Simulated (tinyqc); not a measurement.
Inside a calculation. Method: extended Hueckel theory, for BeH2+. The parameters take no account of the charge, which enters only through the electron count. One step of it, computed by the program tinyqc.

Problem. Mulliken analysis. P = C n C^T; charge = valence electrons (H 1, Be 2) minus the sum of (P S)_ii on the atom; overlap population = 2 sum P_ij S_ij between two atoms.

coefficients:
```
              MO1        MO2        MO3       MO4        MO5        MO6
1Be 2s   0.322039   0.000000  -0.105244  0.000000   1.234959   0.000000
1Be 2px  0.000000   0.000000   0.000000  1.000000   0.000000   0.000000
1Be 2py  0.000000   0.111603   0.000000  0.000000   0.000000   1.572299
1Be 2pz  0.000321   0.000000   0.994447  0.000000   0.115508   0.000000
2H 1s    0.534531   0.653859   0.040057  0.000000  -0.714616  -0.922913
3H 1s    0.534531  -0.653859   0.040057  0.000000  -0.714616   0.922913
```

occupations: 2.000000  1.000000  0.000000  0.000000  0.000000  0.000000

overlap S:
```
           1Be 2s   1Be 2px    1Be 2py   1Be 2pz     2H 1s      3H 1s
1Be 2s   1.000000  0.000000   0.000000  0.000000  0.447741   0.447741
1Be 2px  0.000000  1.000000   0.000000  0.000000  0.000000   0.000000
1Be 2py  0.000000  0.000000   1.000000  0.000000  0.538624  -0.538624
1Be 2pz  0.000000  0.000000   0.000000  1.000000  0.026653   0.026653
2H 1s    0.447741  0.000000   0.538624  0.026653  1.000000   0.028929
3H 1s    0.447741  0.000000  -0.538624  0.026653  0.028929   1.000000
```

Give: charges; Overlap populations.

Solution.

charges: 1Be 1.3932, 2H -0.1966, 3H -0.1966

Overlap populations:
```
pair     value
2-1   0.386923
3-1   0.386923
3-2   0.008327
```
